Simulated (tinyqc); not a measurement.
From results back to parameters: Lorentz oscillators and the Kramers-Kronig relations. Three cases, with inputs chosen for the exercise.

Problem. At normal incidence from vacuum the amplitude r = (1 - N)/(1 + N) with N = n + i k is written r = -sqrt(R) exp(i theta). R and the phase theta are given.

Case 1.

R = 0.047940
theta = 0.070714 rad

Case 2.

R = 0.512417
theta = 0.434909 rad

Case 3.

R = 0.008646
theta = 0.093831 rad

Find: n; k; eps1; eps2.

Solution. N = (1 - r)/(1 + r) = (1 + sqrt(R) exp(i theta))/(1 - sqrt(R) exp(i theta)); eps = N^2.

Case 1.

n = 1.558
k = 0.051
eps1 = 2.42
eps2 = 0.16

Case 2.

n = 2.278
k = 2.818
eps1 = -2.75
eps2 = 12.84

Case 3.

n = 1.204
k = 0.021
eps1 = 1.45
eps2 = 0.05

Computed by tinyqc, one run a case: `OMP_NUM_THREADS=1 python tinyqc.py N N+1 out.jsonl` with N = 1650079, 1650092, 1650132; one thread of a shared Intel(R) Xeon(R) Processor @ 2.30GHz, about 0.2 s a run at most.
